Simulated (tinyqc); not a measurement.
MOSFET in saturation, small-signal circuit and noise: one step of the calculation.

Bias by the inversion coefficient IC = I/Ispec (charge-based model with velocity saturation; weak inversion below 0.1, strong above 10). Common-source circuit: gm, gds, Cgs, Cgd and Cj at the inner nodes, Rg in series with the gate; quasi-static, no source or drain resistance, no gate-body capacitance, no substrate network, no induced gate noise, so fmax is an upper estimate.

Problem. Current gain and unilateral power gain. |h21| = |Y21/Y11|; U = |Y21 - Y12|^2/(4 [Re Y11 Re Y22 - Re Y12 Re Y21]). Extrapolated at 20 dB a decade: f |h21| and f sqrt(U).

Values chosen for this exercise:
```
symbol  value  unit           meaning
f           2   GHz  signal frequency
```

Y with Rg (mS):
```
	1	2
1	0.00711690+1.07105119i	-0.00116896-0.17592142i
2	28.59786515-0.36595564i	0.85840831+0.37301735i
```

Find: |h21|; U; f |h21|; f sqrt(U).

Solution.

|h21| = 26.70
U = 5172
f |h21| = 53.40 GHz
f sqrt(U) = 143.8 GHz

Computed by the program tinyqc: `OMP_NUM_THREADS=1 python tinyqc.py 2150012 2150013 out.jsonl`, one thread of a shared Intel Xeon 2.30GHz, about 0.01 s for the whole run.
